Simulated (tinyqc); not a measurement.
# Trench capacitor in an array: capacitance, non-linearity, leakage and relaxation: what changes with what

A film between two metal electrodes, each interface adding a series capacitance ci. The small-signal permittivity is ek (1 + aq E^2); the field is found with the linear permittivity. Leakage J = J0 sinh(E/Ef). After a voltage step the film passes a relaxation current kr C V tt^(-nr), tt being the time in seconds. The sidewall is a coaxial capacitor with radii a = dm/2 - t and b = dm/2, depth AR dm; the end face is left out.

Values chosen for this exercise; permittivity of the order of that of aluminium oxide:

| symbol | value | unit | meaning |
|---|---|---|---|
| ek | 8.74 |  | relative permittivity of the film |
| t | 21 | nm | film thickness |
| ci | 210 | uF/cm^2 | capacitance of each electrode interface (dead layer and screening) |
| aq | 0.0033 | cm^2/MV^2 | quadratic field coefficient of the permittivity |
| V | 2.1 | V | bias |
| nr | 0.934 |  | exponent of the relaxation current |
| kr | 0.0027 |  | strength of the relaxation |
| J0 | 7.4e-10 | A/cm^2 | leakage prefactor |
| Ef | 0.17 | MV/cm | field for an e-fold rise of the leakage |
| AR | 20 |  | aspect ratio, depth over diameter |
| pt | 320 | nm | pitch of the square array |
| rho | 220 | uohm cm | resistivity of the inner electrode |
| t0 | 1e-7 | s | duration of the write pulse |

Constants: eps0 = 8.8541878128e-14 F/cm where lengths are in cm. Results are converted to the units shown.

Each table varies one quantity; the others keep the values above.

## Capacitance, non-linearity and leakage against thickness

Planar film: Cf = eps0 ek/t, 1/C = 1/Cf + 2/ci, EOT = 3.9 eps0/C, effective permittivity C t/eps0, E = (V/t) C/Cf; quadratic coefficient [C(V)/C - 1]/V^2 with Cf (1 + aq E^2) in C(V).

Results:
```
t (nm),C (uF/cm^2),EOT (nm),effective permittivity,E (MV/cm),quadratic coefficient (ppm/V^2),J (A/cm^2)
2.6,2.8943,1.1931,8.4991,7.8543,44639,4.2986e10
5.7,1.3403,2.5764,8.6284,3.6372,9767.5,0.72446
8.4,0.91324,3.7812,8.6640,2.4783,4555.1,7.9312e-4
12,0.64094,5.3876,8.6866,1.7393,2249.8,1.0270e-5
18,0.42817,8.0649,8.7044,1.1619,1006.1,3.4395e-7
27,0.28583,12.081,8.7162,0.77566,448.99,3.5458e-8
41,0.18841,18.328,8.7243,0.51128,195.26,7.4694e-9
60,0.12882,26.806,8.7293,0.34957,91.330,2.8449e-9
```

Estimate the missing row, t = 3.8 nm.

Computed row:
```
t (nm),C (uF/cm^2),EOT (nm),effective permittivity,E (MV/cm),quadratic coefficient (ppm/V^2),J (A/cm^2)
3.8,1.9977,1.7285,8.5737,5.4212,21534,26153
```

With this row back in the table: C falls from 2.89 to 0.129 uF/cm^2 while the effective permittivity goes from 8.50 to 8.73 (ek = 8.74). EOT is a straight line in t with slope 3.9/ek = 0.446 and intercept 0.0329 nm. The quadratic coefficient goes as t^(-1.92) between the first two rows and t^(-2.00) between the last two (-2 without interfaces), and J falls by 19.2 decades. For t = 2.6, 3.8 direct tunnelling, left out, would add to the leakage.

## Cell against the diameter of the hole

Per length 1/c = ln(b/a)/(2 pi eps0 ek) + (1/a + 1/b)/(2 pi ci); cell capacitance c AR dm; per footprint over pt^2; fields c V/(2 pi eps0 ek r) at r = a and b; resistance of the inner electrode rho AR dm/(pi a^2); time constant R C/3 of the distributed line. The pitch is scaled as pt dm/(190 nm).

Results:
```
dm (nm),cell capacitance (fF),per footprint (uF/cm^2),field at a (MV/cm),field at b (MV/cm),R (kohm),R C/3 (ps)
55,0.3690,4.301,2.229,0.5269,18.23,2.243
73,0.8256,5.462,1.576,0.6691,4.256,1.171
98,1.697,6.228,1.335,0.7630,1.751,0.9901
130,3.228,6.734,1.219,0.8250,0.9405,1.012
230,11.05,7.366,1.104,0.9024,0.3646,1.343
310,20.63,7.570,1.073,0.9273,0.2418,1.663
420,38.63,7.720,1.051,0.9458,0.1647,2.120
```

Estimate the missing row, dm = 180 nm.

Computed row:
```
dm (nm),cell capacitance (fF),per footprint (uF/cm^2),field at a (MV/cm),field at b (MV/cm),R (kohm),R C/3 (ps)
180,6.565,7.143,1.141,0.8751,0.5295,1.159
```

With this row back in the table: As dm goes from 55 to 420, the cell capacitance rises from 0.369 to 38.6 fF, the capacitance per footprint rises from 4.30 to 7.72 uF/cm^2, the ratio of the two fields falls from 4.23 to 1.11 and R C/3 goes from 2.24 through a minimum of 0.990 (at dm = 98 among the rows listed) to 2.12 ps; the time constant goes as dm^(-2.29) between the first two rows and dm^(0.80) between the last two.

## Charge lost after writing

Planar film: Cf = eps0 ek/t, 1/C = 1/Cf + 2/ci, EOT = 3.9 eps0/C, effective permittivity C t/eps0, E = (V/t) C/Cf. A capacitor written for t0 and then left open loses, as a share of C V, kr (tt^(1 - nr) - t0^(1 - nr))/(1 - nr) by relaxation and J tt/(C V) by leakage; both are taken as small, and rows far outside that range are left out.

The same in every row: leakage current (nA/cm^2) = 130.0.

Result of one run:
```
tt (s),relaxation current (nA/cm^2),loss by relaxation (%),loss by leakage (%),total loss (%)
1e-5,9.739e4,0.5015,1.686e-4,0.5017
```

What becomes of these results when the time since the start of the write pulse tt is changed from 1e-5 to 0.1 s, all else the same?

Result of the changed run:
```
tt (s),relaxation current (nA/cm^2),loss by relaxation (%),loss by leakage (%),total loss (%)
0.1,17.89,2.102,1.686,3.788
```

The whole series:
```
tt (s),relaxation current (nA/cm^2),loss by relaxation (%),loss by leakage (%),total loss (%)
1e-6,8.366e5,0.2317,1.686e-5,0.2318
1e-5,9.739e4,0.5015,1.686e-4,0.5017
0.0001,1.134e4,0.8156,0.001686,0.8172
0.001,1320,1.181,0.01686,1.198
0.01,153.6,1.607,0.1686,1.775
0.1,17.89,2.102,1.686,3.788
```

The two currents are equal at tt = 0.0120 s. The loss by relaxation grows from 0.232 to 2.10 %, by 0.270 points over the first decade and 0.495 over the last, while the loss by leakage grows tenfold a decade. Relaxation is the larger loss in every row.

Numbers from tinyqc (`OMP_NUM_THREADS=1 python tinyqc.py 2102020 2102021 out.jsonl`; about 0.01 s on one thread of a shared Intel Xeon 2.30GHz).
